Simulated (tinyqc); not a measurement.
From results back to parameters: Bethe-Salpeter matrix of a two-band chain (Tamm-Dancoff form). Four cases, with inputs chosen for the exercise.

Problem. Free pairs form the band Eg + 2t (1 - cos k). An infinite chain with attraction U in the same cell only has a bound pair with binding Eb = S - 2t and weight f = U/S at R = 0, where S = sqrt(4 t^2 + U^2). Both were computed from hidden U and t.

Case 1.

Eb = 0.135956 eV
f = 0.301788

Case 2.

Eb = 0.514221 eV
f = 0.556980

Case 3.

Eb = 0.055131 eV
f = 0.205815

Case 4.

Eb = 0.063660 eV
f = 0.220617

Find: S; U; t.

Solution. 2t = S sqrt(1 - f^2), so S = Eb/(1 - sqrt(1 - f^2)) and U = f S.

Case 1.

S = 2.916 eV
U = 0.88 eV
t = 1.39 eV

Case 2.

S = 3.034 eV
U = 1.69 eV
t = 1.26 eV

Case 3.

S = 2.575 eV
U = 0.53 eV
t = 1.26 eV

Case 4.

S = 2.584 eV
U = 0.57 eV
t = 1.26 eV

Computed by tinyqc, one run a case: `OMP_NUM_THREADS=1 python tinyqc.py N N+1 out.jsonl` with N = 1252266, 1252345, 1252765, 1252797; one thread of a shared Intel(R) Xeon(R) Processor @ 2.30GHz, about 0.5 s a run at most.
